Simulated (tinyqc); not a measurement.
Inside a calculation (part 2 of 2). Method: RKS/LDA (PW92) in the sto-3g basis, for BeH2, spin multiplicity 1. Computed by tinyqc, a small Python program that keeps every step (integrals from PySCF). Command: `OMP_NUM_THREADS=1 python tinyqc.py 21668 21669 out.jsonl` (the two numbers bound the seeds that draw the settings). One thread of a shared host (Intel(R) Xeon(R) Processor @ 2.60GHz), about 0.5 s of CPU time with the checks.

Geometry (angstrom):
```
atom         x          y         z
Be    0.000000   0.000000  0.000000
H     0.000000   1.901000  0.000000
H     0.000000  -1.901000  0.000000
```

## Iteration 2: diagonalisation and new density

Kohn-Sham matrix F (hartree):
```
            1Be 1s     1Be 2s    1Be 2px    1Be 2py    1Be 2pz      2H 1s      3H 1s
1Be 1s   -4.085800  -1.188846   0.000000   0.000000   0.000000  -0.095198  -0.095198
1Be 2s   -1.188846  -0.611230   0.000000   0.000000   0.000000  -0.130204  -0.130204
1Be 2px   0.000000   0.000000  -0.145712   0.000000   0.000000   0.000000   0.000000
1Be 2py   0.000000   0.000000   0.000000  -0.141647   0.000000  -0.111840   0.111840
1Be 2pz   0.000000   0.000000   0.000000   0.000000  -0.145712   0.000000   0.000000
2H 1s    -0.095198  -0.130204   0.000000  -0.111840   0.000000   0.107100  -0.004577
3H 1s    -0.095198  -0.130204   0.000000   0.111840   0.000000  -0.004577   0.107100
```

X:
```
            1Be 1s     1Be 2s   1Be 2px    1Be 2py   1Be 2pz      2H 1s      3H 1s
1Be 1s    1.027978  -0.144309  0.000000   0.000000  0.000000   0.018155   0.018155
1Be 2s   -0.144309   1.087188  0.000000   0.000000  0.000000  -0.146833  -0.146833
1Be 2px   0.000000   0.000000  1.000000   0.000000  0.000000   0.000000   0.000000
1Be 2py   0.000000   0.000000  0.000000   1.107595  0.000000  -0.203336   0.203336
1Be 2pz   0.000000   0.000000  0.000000   0.000000  1.000000   0.000000   0.000000
2H 1s     0.018155  -0.146833  0.000000  -0.203336  0.000000   1.082816  -0.026503
3H 1s     0.018155  -0.146833  0.000000   0.203336  0.000000  -0.026503   1.082816
```

Diagonalise F' = X^T F X, C = X C', fill 3 alpha and 3 beta electrons from the bottom; D = 2 C_occ C_occ^T. Each column has its largest component positive (the first on a tie).

F' = X^T F X (hartree):
```
           1          2          3          4          5          6          7
1  -3.983303  -0.633377   0.000000   0.000000   0.000000   0.012430   0.012430
2  -0.633377  -0.355017   0.000000   0.000000   0.000000  -0.096402  -0.096402
3   0.000000   0.000000  -0.145712   0.000000   0.000000   0.000000   0.000000
4   0.000000   0.000000   0.000000  -0.063781   0.000000  -0.139953   0.139953
5   0.000000   0.000000   0.000000   0.000000  -0.145712   0.000000   0.000000
6   0.012430  -0.096402   0.000000  -0.139953   0.000000   0.199062  -0.027563
7   0.012430  -0.096402   0.000000   0.139953   0.000000  -0.027563   0.199062
```

orbital energies (hartree): MO1 -4.090698, MO2 -0.288629, MO3 -0.164053, MO4 -0.145712, MO5 -0.145712, MO6 0.212507, MO7 0.326897

coefficients C:
```
               MO1        MO2        MO3       MO4        MO5        MO6        MO7
1Be 1s    0.989408  -0.294056   0.000000  0.000000   0.000000   0.113248   0.000000
1Be 2s    0.039243   0.990809   0.000000  0.000000   0.000000  -0.512523   0.000000
1Be 2px   0.000000   0.000000   0.000000  0.470703   0.882292   0.000000   0.000000
1Be 2py   0.000000   0.000000   0.858076  0.000000   0.000000   0.000000  -0.757075
1Be 2pz   0.000000   0.000000   0.000000  0.882292  -0.470703   0.000000   0.000000
2H 1s    -0.005695   0.072023   0.173110  0.000000   0.000000   0.758003   0.791627
3H 1s    -0.005695   0.072023  -0.173110  0.000000   0.000000   0.758003  -0.791627
```

D after iteration 2:
```
            1Be 1s     1Be 2s   1Be 2px    1Be 2py   1Be 2pz      2H 1s      3H 1s
1Be 1s    2.130795  -0.505052  0.000000   0.000000  0.000000  -0.053627  -0.053627
1Be 2s   -0.505052   1.966486  0.000000   0.000000  0.000000   0.142275   0.142275
1Be 2px   0.000000   0.000000  0.000000   0.000000  0.000000   0.000000   0.000000
1Be 2py   0.000000   0.000000  0.000000   1.472590  0.000000   0.297082  -0.297082
1Be 2pz   0.000000   0.000000  0.000000   0.000000  0.000000   0.000000   0.000000
2H 1s    -0.053627   0.142275  0.000000   0.297082  0.000000   0.070373  -0.049494
3H 1s    -0.053627   0.142275  0.000000  -0.297082  0.000000  -0.049494   0.070373
```

Within a degenerate level the vectors are fixed only up to a rotation; this is one choice.

## Convergence

Stop when the energy changes by less than 1e-09 hartree and every element of the error matrix X^T (F D S - S D F) X is below 9e-06.

Course of the cycle:
```
iteration   E (hartree)     change  largest element of the error matrix
1          -14.39325598          -                             4.24e-01
2          -14.82921876  -4.36e-01                             3.43e-01
3          -14.83201306  -2.79e-03                             4.28e-01
4          -14.84979136  -1.78e-02                             3.39e-01
5          -14.84132490   8.47e-03                             4.26e-01
6          -14.85261130  -1.13e-02                             3.39e-01
7          -14.84261273   1.00e-02                             4.26e-01
8          -14.85301010  -1.04e-02                             3.39e-01
9          -14.84279566   1.02e-02                             4.26e-01
10         -14.85306693  -1.03e-02                             3.39e-01
11         -14.84282174   1.02e-02                             4.26e-01
12         -14.85307503  -1.03e-02                             3.39e-01
13         -14.84282546   1.02e-02                             4.26e-01
14         -14.85307619  -1.03e-02                             3.39e-01
...                 ...        ...                                  ...
74         -14.85307638  -1.03e-02                             3.39e-01
75         -14.84282608   1.03e-02                             4.26e-01
76         -14.85307638  -1.03e-02                             3.39e-01
77         -14.84282608   1.03e-02                             4.26e-01
78         -14.85307638  -1.03e-02                             3.39e-01
79         -14.84282608   1.03e-02                             4.26e-01
80         -14.85307638  -1.03e-02                             3.39e-01
81         -14.84282608   1.03e-02                             4.26e-01
82         -14.85307638  -1.03e-02                             3.39e-01
83         -14.84282608   1.03e-02                             4.26e-01
84         -14.85307638  -1.03e-02                             3.39e-01
85         -14.84282608   1.03e-02                             4.26e-01
86         -14.85307638  -1.03e-02                             3.39e-01
87         -14.84282608   1.03e-02                             4.26e-01
```

PySCF RKS in the same basis, fine grid = -15.31763262 hartree

Not converged within the cap of 87 iterations: the residual has stopped falling: the iteration swings between two states. Reruns (cap 100 unless said): DIIS 8: converged in 7; damping 0.5: converged in 31; level shift 0.5: converged in 16; atomic densities as start, DIIS 8: converged in 6; the original settings with a cap of 400: not converged.
